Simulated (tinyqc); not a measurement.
Interdiffusion of a quantum well during annealing: blurred potential and shift of the confined levels: one step, computed by the program tinyqc. Command: `OMP_NUM_THREADS=1 python tinyqc.py 3003946 3003947 out.jsonl qwi walk`. One thread of a shared host (Intel(R) Xeon(R) Processor @ 2.30GHz), about 0.06 s of CPU time with the checks.

A square well of width w is blurred by Fick diffusion with a constant coefficient; band offsets are linear in composition, masses are uniform, and strain and excitons are ignored.

Task: Diffusion length. D = D0 exp(-E/(k_B T)); L = sqrt(D t); share of well material at the centre erf(w/(4L)); 1 nm = 1e-7 cm. Temperatures in kelvin are T(C) + 273.15.

Inputs (values chosen for the exercise, modelled on InGaAs in GaAs):
```
quantity              value    unit
well width w            3.9      nm
prefactor D0            0.5  cm^2/s
activation energy E    3.41      eV
anneal temperature T    780       C
anneal time t            89       s
```

Constants: k_B = 8.617333262e-05 eV/K.

Give: diffusivity D; diffusion length L; ratio L/w; share at the centre.

Result:

diffusivity D = 2.402e-17 cm^2/s

diffusion length L = 0.4624 nm

ratio L/w = 0.1186

share at the centre = 0.9971
